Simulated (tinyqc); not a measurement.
Single-domain magnet: Stoner-Wohlfarth switching, Neel-Arrhenius retention, LLG dynamics and spin torque: one step, computed by the program tinyqc. Command: `OMP_NUM_THREADS=1 python tinyqc.py 3028732 3028733 out.jsonl macro walk`. One thread of a shared host (Intel(R) Xeon(R) Processor @ 2.30GHz), about 0.04 s of CPU time with the checks.

The moment is uniform, with unit vector m; z is the easy axis. mu_0 = 1.25663706212e-6 T m/A, gamma = 1.76085963023e11 rad/(s T).

Question. Effective anisotropy. The disc is treated as an oblate spheroid with p = t/d: N_z = [1 - p arccos(p)/sqrt(1 - p^2)]/(1 - p^2); V = pi d^2 t/4; K_eff = K_u + K_i/t + K_shape, K_shape = -(mu_0 M_s^2/4)(3 N_z - 1); mu_0 H_K = 2 K_eff/M_s.

Inputs (values chosen for the exercise, for a model magnet):

| quantity | value | unit |
|---|---|---|
| saturation magnetisation M_s | 537 | kA/m |
| diameter d | 18 | nm |
| thickness t | 2.1 | nm |
| interface anisotropy K_i | 0.545 | mJ/m^2 |
| bulk anisotropy K_u | 11 | kJ/m^3 |

Shape: thin disc, easy axis normal to it.

Give: demagnetising factor N_z; volume V; K_shape; K_eff; anisotropy field mu_0 H_K.

Answer.

demagnetising factor N_z = 0.84066

volume V = 534.38 nm^3

K_shape = -137.88 kJ/m^3

K_eff = 132.64 kJ/m^3

anisotropy field mu_0 H_K = 0.49401 T

Shape works against the easy axis and takes 51 % of the other terms. Caution: a flat cylinder has a smaller N_z than the spheroid of the same t/d, so K_eff of a real disc is larger.
